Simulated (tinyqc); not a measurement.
Plane-wave Kohn-Sham cycle with exchange-only LDA in a layered model solid, step by step. Computed by tinyqc, a small Python program that keeps every step. Settings: points = 16, plane-wave index or count = 2, electrons = 2, k points = 4, area = 18.0, mixing = 1.0, iteration cap = 76, Pulay depth = 3. Command: `OMP_NUM_THREADS=1 python tinyqc.py 22075 22076 out.jsonl` (the two numbers bound the seeds that draw the settings). One thread of a shared host (Intel(R) Xeon(R) Processor @ 2.60GHz), about 0.01 s of CPU time with the checks. Later iterations appear only in the table of the cycle.

## Iteration 1: potential

A solid whose potential varies along x alone (atomic units):
```
parameter                      value
period a                    6.200000
cross-section of the cell  18.000000
electrons per cell                 2
grid points                       16
plane waves -n..n, n               2
k points                           4
V1 in V1 cos(2 pi x/a)     -0.630000
```

density at the start, on the grid x_j = j a/N (e/bohr^3): 0.01792115  0.01792115  0.01792115  0.01792115  0.01792115  0.01792115  0.01792115  0.01792115  0.01792115  0.01792115  0.01792115  0.01792115  0.01792115  0.01792115  0.01792115  0.01792115

V_H(G) = 4 pi rho(G)/G^2 for G != 0 (uniform background); v_x = -(3 rho/pi)^(1/3); V = V_ext + V_H + v_x; Fourier components f(G_m) = (1/N) sum_j f(x_j) exp(-i G_m x_j).

Potentials on the grid (hartree):
```
x             V_ext       V_H        v_x          V
0.000000  -0.630000  0.000000  -0.257699  -0.887699
0.387500  -0.582044  0.000000  -0.257699  -0.839743
0.775000  -0.445477  0.000000  -0.257699  -0.703176
1.162500  -0.241091  0.000000  -0.257699  -0.498789
1.550000          0  0.000000  -0.257699  -0.257699
1.937500   0.241091  0.000000  -0.257699  -0.016608
2.325000   0.445477  0.000000  -0.257699   0.187778
2.712500   0.582044  0.000000  -0.257699   0.324345
3.100000   0.630000  0.000000  -0.257699   0.372301
3.487500   0.582044  0.000000  -0.257699   0.324345
3.875000   0.445477  0.000000  -0.257699   0.187778
4.262500   0.241091  0.000000  -0.257699  -0.016608
4.650000          0  0.000000  -0.257699  -0.257699
5.037500  -0.241091  0.000000  -0.257699  -0.498789
5.425000  -0.445477  0.000000  -0.257699  -0.703176
5.812500  -0.582044  0.000000  -0.257699  -0.839743
```

V(G_m), m = 0, 1, 2, ... (hartree): -0.257699  -0.315000  0.000000  0.000000  0.000000

## Iteration 1: Hamiltonian at one k

k = 0.125000 2 pi / a

H(m,m') = (k + G_m)^2/2 delta + V(G_m - G_m'), with V(-G) = V(G).

H (hartree):
```
           -2         -1         +0         +1         +2
-2   1.547599  -0.315000   0.000000   0.000000   0.000000
-1  -0.315000   0.135455  -0.315000   0.000000   0.000000
+0   0.000000  -0.315000  -0.249675  -0.315000   0.000000
+1   0.000000   0.000000  -0.315000   0.392208  -0.315000
+2   0.000000   0.000000   0.000000  -0.315000   2.061106
```

## Iteration 1: levels at that k

Diagonalise the Hermitian matrix.

eigenvalues (hartree): -0.524685  0.164816  0.509410  1.617156  2.119996

## Iteration 1: new density

Motion across x is left out: the lowest 1 band(s) hold two electrons at each of the k points (j + 1/2)/nk - 1/2. Residual R = rho(out) - rho(in); rho(new) = rho(in) + 1 R. rho(out) = 2/(a A nk) sum |psi|^2 with psi = sum c exp(i G x). Harris energy E = band energy - dV sum rho (V_H/2 + v_x) + (3/4) dV sum rho v_x with rho(in), dV = a A/N, band energy = (2/nk) sum of the filled levels.

rho(out) (e/bohr^3): 0.05146337  0.04640903  0.03404382  0.02036585  0.01004201  0.00421226  0.00162679  0.00069744  0.00048056  0.00069744  0.00162679  0.00421226  0.01004201  0.02036585  0.03404382  0.04640903

density after iteration 1 (e/bohr^3): 0.05146337  0.04640903  0.03404382  0.02036585  0.01004201  0.00421226  0.00162679  0.00069744  0.00048056  0.00069744  0.00162679  0.00421226  0.01004201  0.02036585  0.03404382  0.04640903

energy per cell = -0.91300088 hartree

## Iteration 2: potential

As before.

Potentials on the grid (hartree):
```
x             V_ext        V_H        v_x          V
0.000000  -0.630000   0.322368  -0.366288  -0.673921
0.387500  -0.582044   0.291541  -0.353882  -0.644384
0.775000  -0.445477   0.208138  -0.319156  -0.556495
1.162500  -0.241091   0.094506  -0.268921  -0.415506
1.550000          0  -0.024299  -0.212454  -0.236752
1.937500   0.241091  -0.128962  -0.159036  -0.046908
2.325000   0.445477  -0.208269  -0.115816   0.121392
2.712500   0.582044  -0.257085  -0.087329   0.237630
3.100000   0.630000  -0.273507  -0.077133   0.279360
3.487500   0.582044  -0.257085  -0.087329   0.237630
3.875000   0.445477  -0.208269  -0.115816   0.121392
4.262500   0.241091  -0.128962  -0.159036  -0.046908
4.650000          0  -0.024299  -0.212454  -0.236752
5.037500  -0.241091   0.094506  -0.268921  -0.415506
5.425000  -0.445477   0.208138  -0.319156  -0.556495
5.812500  -0.582044   0.291541  -0.353882  -0.644384
```

V(G_m), m = 0, 1, 2, ... (hartree): -0.217288  -0.238989  0.009854  0.000713  0.000134

## Iteration 2: Hamiltonian at one k

k = 0.125000 2 pi / a

As before.

H (hartree):
```
           -2         -1         +0         +1         +2
-2   1.588010  -0.238989   0.009854   0.000713   0.000134
-1  -0.238989   0.175866  -0.238989   0.009854   0.000713
+0   0.009854  -0.238989  -0.209264  -0.238989   0.009854
+1   0.000713   0.009854  -0.238989   0.432619  -0.238989
+2   0.000134   0.000713   0.009854  -0.238989   2.101517
```

## Iteration 2: levels at that k

As before.

eigenvalues (hartree): -0.384480  0.206071  0.502568  1.628709  2.135880

## Iteration 2: new density

B (overlaps of the stored error matrices):
```
                1               2
1   5.2085619e-03  -5.1991024e-04
2  -5.1991024e-04   6.7161001e-05
```

Motion across x is left out: the lowest 1 band(s) hold two electrons at each of the k points (j + 1/2)/nk - 1/2. Residual R = rho(out) - rho(in); rho(new) = rho(in) + 1 R; Pulay mixing then takes sum c_i of the stored mixed densities, with c from B_ij = sum R_i R_j as in DIIS. rho(out) = 2/(a A nk) sum |psi|^2 with psi = sum c exp(i G x). Harris energy E = band energy - dV sum rho (V_H/2 + v_x) + (3/4) dV sum rho v_x with rho(in), dV = a A/N, band energy = (2/nk) sum of the filled levels.

rho(out) (e/bohr^3): 0.04682223  0.04291991  0.03309689  0.02156902  0.01201833  0.00587970  0.00268071  0.00131597  0.00095506  0.00131597  0.00268071  0.00587970  0.01201833  0.02156902  0.03309689  0.04291991

DIIS coefficients: 0.092957  0.907043

density after iteration 2 (e/bohr^3): 0.04725366  0.04324424  0.03318492  0.02145718  0.01183462  0.00572470  0.00258274  0.00125847  0.00091096  0.00125847  0.00258274  0.00572470  0.01183462  0.02145718  0.03318492  0.04324424

energy per cell = -0.80342426 hartree

## Convergence

Stop when sqrt(dV sum R^2) is below 1e-8, dV = a A/N.

Course of the cycle:
```
iteration  E (hartree)  norm of the residual
1          -0.91300088              1.91e-01
2          -0.80342426              2.16e-02
3          -0.80291882              6.68e-04
4          -0.80291831              5.88e-06
5          -0.80291831              2.63e-07
6          -0.80291831              1.83e-10
```

Converged in 6 iterations. Before convergence this energy mixes input and output and is not variational, so it may rise towards its limit.
